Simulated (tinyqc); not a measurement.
Inside a calculation. Model: Froehlich polaron in a polar crystal. Computed by tinyqc, a small Python program that keeps every step. Command: `OMP_NUM_THREADS=1 python tinyqc.py 3003457 3003458 out.jsonl frohlich walk`. One thread of a shared host (Intel(R) Xeon(R) Processor @ 2.30GHz), about 0.04 s of CPU time with the checks. Intermediate numbers are printed to about 6 digits and carried at full precision; extremes and crossings named in words are read from the listed rows.

One electron in a parabolic band of mass m*, coupled to dispersionless LO phonons in the continuum model. Energies are in units of hbar omega unless marked, wave numbers in k_0 = sqrt(2 m* omega/hbar).

Inputs (values chosen for the exercise, modelled on magnesium oxide):

| quantity | value | unit |
|---|---|---|
| band mass m* | 0.387 | m_0 |
| LO phonon energy hbar omega | 89.5 | meV |
| eps_inf | 2.99 | - |
| static dielectric constant eps_s | 10.3 | - |
| temperature T | 200 | K |
| electron wave number k/k_0 | 0.24 | - |
| trial v | 5.3 | - |
| trial w | 2.1 | - |

Constants: hbar^2/(2 m_0) = 3.80998212 eV angstrom^2; e^2/(4 pi eps_0) = 14.39964548 eV angstrom; k_B = 8.617333262e-05 eV/K; hbar = 6.582119569e-16 eV s; e = 1.602176634e-19 C; m_0 = 9.1093837015e-31 kg.

## Coupling constant and length scale

1/eps* = 1/eps_inf - 1/eps_s; k_0 = sqrt(2 m* omega/hbar) = sqrt(m* hbar omega / (hbar^2/(2 m_0))) with m* in m_0; alpha = (e^2/(4 pi eps_0)) k_0/(2 eps* hbar omega); polaron length 1/k_0.

eps* = 4.21300

k_0 = 0.0953467 1/angstrom

coupling constant alpha = 1.82059

polaron length 1/k_0 = 10.4880 angstrom

Intermediate coupling.

## Second-order perturbation theory

At T = 0 and k < k_0: E(k) = (k/k_0)^2 - alpha arcsin(k/k_0)/(k/k_0); so E(0) = -alpha, 1/m_p = (1 - alpha/6)/m*, and the mean number of phonons in the cloud at k = 0 is alpha/2. The Lee-Low-Pines variational state gives the same E(0) and m_p = m* (1 + alpha/6).

energy shift at k = 0 = -162.943 meV

E(k) = -1.78094 hbar omega

m*/m_p, second order = 0.696568

m_p/m*, Lee-Low-Pines = 1.30343

phonons in the cloud = 0.910297

## Strong-coupling trial states

Landau-Pekar: the lattice follows the mean electron density. A Gaussian state exp(-b^2 r^2/2) gives E(b) = (3/2) b^2 - alpha b sqrt(2/pi) (b in k_0), minimised at b = alpha sqrt(2/pi)/3 to E = -alpha^2/(3 pi); a state exp(-b r) gives E(b) = b^2 - (5/8) alpha b, minimised at b = 5 alpha/16 to E = -25 alpha^2/256.

best b, Gaussian = 0.484208 k_0

E, Gaussian = -0.351686 hbar omega

best b, exponential = 0.568936 k_0

E, exponential = -0.323688 hbar omega

The Gaussian bound lies below -alpha only for alpha > 3 pi = 9.42; here it lies above, so the self-trapped state is the poorer bound.

## Feynman's energy at a trial point

Feynman's bound: E(v, w) = 3 (v - w)^2/(4 v) - (alpha v/sqrt(pi)) int_0^infinity e^-u D(u)^(-1/2) du, D = w^2 u + ((v^2 - w^2)/v)(1 - e^(-v u)); integrals by 80 Gauss-Legendre points in s from 0 to 1 with u = 40 s^2.

first term = 1.44906 hbar omega

E(v, w) = -1.02453 hbar omega

## Feynman's variational polaron

Minimise over v > w > 0 (simplex search); mass m_p/m* = 1 + (alpha v^3/(3 sqrt(pi))) int u^2 e^-u D^(-3/2) du.

best v = 3.22

best w = 2.75

E, Feynman = -1.86595 hbar omega

polaron energy, Feynman = -167.002 meV

m_p/m*, Feynman = 1.414

The bound lies 2.5 % below -alpha, and the mass is 1.08 times the Lee-Low-Pines value.

## Mobility at low temperature

Scattering by absorption of an LO phonon: 1/tau = 2 alpha omega n, n = 1/(exp(hbar omega/(k_B T)) - 1); mu = e tau/m*, the weak-coupling result for k_B T well below hbar omega.

phonon occupation n = 0.00558623

lifetime tau = 361.560 fs

mobility = 1643.20 cm^2/(V s)

Caution: this mobility formula holds for weak coupling and k_B T well below hbar omega, and it leaves out all other scattering.

## All approximations against the coupling

Other columns: second order -alpha; Landau-Pekar Gaussian -alpha^2/(3 pi); Lee-Low-Pines mass 1 + alpha/6. The polaron energy in meV uses the given hbar omega.

Energies (hbar omega) and masses (m*):

| alpha | second order | Gaussian | Feynman | Feynman (meV) | mass, LLP | mass, Feynman | v | w |
|---|---|---|---|---|---|---|---|---|
| 0.46 | -0.46 | -0.0224515 | -0.462676 | -41.4095 | 1.07667 | 1.082 | 3.05 | 2.94 |
| 0.91 | -0.91 | -0.0878641 | -0.920736 | -82.4059 | 1.15167 | 1.175 | 3.1 | 2.88 |
| 1.8 | -1.8 | -0.343775 | -1.84428 | -165.063 | 1.3 | 1.408 | 3.22 | 2.76 |
| 2.9 | -2.9 | -0.892329 | -3.02369 | -270.621 | 1.48333 | 1.838 | 3.4 | 2.58 |
| 3.2 | -3.2 | -1.08650 | -3.35397 | -300.180 | 1.53333 | 1.999 | 3.46 | 2.52 |
| 6.2 | -6.2 | -4.07861 | -6.97904 | -624.624 | 2.03333 | 7.836 | 4.85 | 1.82 |
| 9.2 | -9.2 | -8.98058 | -11.8695 | -1062.32 | 2.53333 | 71 | 10.3 | 1.26 |
| 12 | -12 | -15.2789 | -18.1434 | -1623.83 | 3 | 281.6 | 18.6 | 1.13 |

All three energies are upper bounds (-alpha through the Lee-Low-Pines state), and the Feynman value is the lowest in every row. It lies within 5 % of -alpha up to alpha = 3.2; at alpha = 12 it is 1.19 times the Gaussian value, whose alpha^2 law it approaches with a constant shift of about -3 ln 2 - 3/4 = -2.83 (here -2.86). The mass stays within 10 % of 1 + alpha/6 up to alpha = 1.8 and reaches 282 m* in the last row; w falls from 2.94 towards 1 while v grows to 18.6.

Checks made by the program: second-order shift against the integral -(2 alpha/pi) int dq/(1 + q^2) (relative difference below 1e-10); v = w reduces the bound to -alpha (relative difference 1e-10).
